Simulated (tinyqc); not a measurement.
## FinFET, parasitic resistance, capacitance and delay: effect of the number of fins

Nf fins under one contact; each has gated perimeter p = 2 Hf + Wf and cross-section A = Hf Wf; contact width Wc = Nf pf, stack height Hs = Hf. Contact length Lc = CPP - Lg - 2 Lsp, shared by two neighbouring gates. Source and drain sides are equal. The formulas are first-order estimates, not field solutions.

Epitaxy sheet resistance Rsh = re/te, transfer length LT = sqrt(rc/Rsh), contact Rc = [sqrt(rc Rsh)/Wc] coth(Lc/(2 LT)); extension of one fin Rx = rx Lsp/A. With N fins: gate Cg = Cinv p N Lg; per side, plate Cp = ks eps0 [Wc (Hs + Hc) - N A]/Lsp, top fringe Cf = (2/pi) ks eps0 Wc ln(1 + Lg/(2 Lsp)), overlap Co = Cinv p N Lov. One fin: I = p Q vx u/(1 + |u|^1.8)^(1/1.8), Q = Cinv n Vt ln(1 + exp((Vg' - VT + dl Vd')/(n Vt))), u = Vd' mu/(vx Lg), Vg' = Vgs - v, Vd' = Vds - 2 v, with the drop on each side v = Rc (sum of I) + Rx I. Ieff = [I(Vgs = Vdd, Vds = Vdd/2) + I(Vdd/2, Vdd)]/2, total currents. With Cs = Cp + Cf + Co, the load of an inverter of two such devices driving an equal one is CL = 2 (Cg + 2 Cs) + 4 Cs + Cw (own drains counted twice for the Miller effect); delay CL Vdd/(2 Ieff).

Inputs (values chosen for the exercise); values close to those of silicon logic devices:
- T = 300 K (temperature)
- Hf = 60 nm (fin height)
- Wf = 5 nm (fin width)
- pf = 24 nm (fin pitch)
- CPP = 42 nm (contacted gate pitch)
- Lg = 16 nm (gate length)
- Lsp = 4 nm (spacer length)
- ks = 5.5 (relative permittivity of the spacer)
- Hc = 20 nm (gate height above the channel stack)
- rc = 7.1e-10 ohm cm^2 (contact resistivity)
- re = 0.00028 ohm cm (resistivity of the source-drain epitaxy)
- te = 20 nm (current-carrying depth of the epitaxy)
- rx = 0.0006 ohm cm (resistivity of the extension)
- Lov = 1.5 nm (gate overlap)
- Cinv = 3.4 uF/cm^2 (inversion capacitance)
- vx = 1e7 cm/s (injection velocity)
- mu = 270 cm^2/(V s) (apparent mobility)
- VT = 0.21 V (threshold at zero drain voltage)
- dl = 0.039 V/V (barrier lowering)
- n = 1.13 (subthreshold factor)
- Cw = 0.33 fF (wire load)
- Vdd = 0.8 V (supply voltage)

Constants: q = 1.602176634e-19 C, kB = 1.380649e-23 J/K, eps0 = 8.8541878128e-12 F/m, Vt = kB T/q. Results are converted to the units shown.

Results:
```
Nf  Rc (ohm)  Rx/N (ohm)  Ieff (uA)  CL (aF)  delay (ps)
1      346.0       80.00      142.5    681.3       1.912
2      173.0       40.00      285.0     1033       1.449
4      86.51       20.00      570.0     1735       1.218
5      69.20       16.00      712.5     2087       1.171
6      57.67       13.33      855.1     2438       1.140
```

Estimate the missing row, Nf = 3.

Computed row:
```
Nf  Rc (ohm)  Rx/N (ohm)  Ieff (uA)  CL (aF)  delay (ps)
3      115.3       26.67      427.5     1384       1.295
```

With this row back in the table: As Nf goes from 1 to 6, Ieff rises from 143 to 855 uA, CL rises from 681 to 2440 aF and the delay falls from 1.91 to 1.14 ps. From the first row to the last Ieff grows by a factor of 6.00 and CL by 3.58; the first step changes the delay by -24 %, the last by -2.6 %.

Numbers from tinyqc (`OMP_NUM_THREADS=1 python tinyqc.py 2170129 2170130 out.jsonl`; about 0.04 s on one thread of a shared Intel Xeon 2.30GHz).
